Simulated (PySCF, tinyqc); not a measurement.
Starting guesses with DIIS over 6 matrices: SCF starting guesses in the sto-3g basis, for H2, spin multiplicity 1. Computed by the program tinyqc with PySCF. 

Geometry (angstrom):
```
atom,x,y,z
H,0.0000,0.0000,0.0000
H,0.0000,0.0000,1.4400
```

lowest restricted solution found by these runs and by PySCF = -0.929086 hartree

RHF with one setting changed at a time; a run stops when the energy changes by less than 1e-09 hartree and the error matrix is below 1e-5. Starts: the lowest orbitals of the core Hamiltonian, of the Wolfsberg-Helmholz matrix (K = 1.75), projected atomic densities, random orbitals, and the highest orbitals of the core Hamiltonian (a deliberately bad start).

Largest element of the error matrix X^T (FDS - SDF) X:
```
iteration,core,Wolfsberg-Helmholz,atomic densities,random,highest core orbitals
1,1.1e-16,1.1e-16,2.3e-16,1.9e-02,5.9e-17
2,1.1e-16,1.1e-16,4.0e-16,3.9e-02,1.3e-16
3,-,-,1.1e-16,3.1e-03,-
4,-,-,-,2.1e-03,-
5,-,-,-,1.7e-03,-
6,-,-,-,1.4e-03,-
8,-,-,-,4.9e-04,-
10,-,-,-,2.0e-07,-
```

How each run ends:
```
run,iterations,E (hartree),state
core,2,-0.929086,lowest found
Wolfsberg-Helmholz,2,-0.929086,lowest found
atomic densities,3,-0.929086,lowest found
random,10,-0.364941,higher
highest core orbitals,2,-0.364941,higher
```

3 of 5 runs reach the lowest restricted solution found, in 2 to 3 iterations (fastest: core, Wolfsberg-Helmholz). Ending on a higher stationary point: random, highest core orbitals; a small error matrix cannot reveal that, and an occupation fixed by the start is kept by symmetry or by the shape of the basin. The first errors are 1e-16, 1e-16, 2e-16, 2e-02, 6e-17; the deliberately bad start has the smallest one, so a small first error does not mark a good start. The restricted reference is unstable here: a spin-polarised solution lies 0.0346 hartree lower (PySCF), so results built on it describe a poor reference.
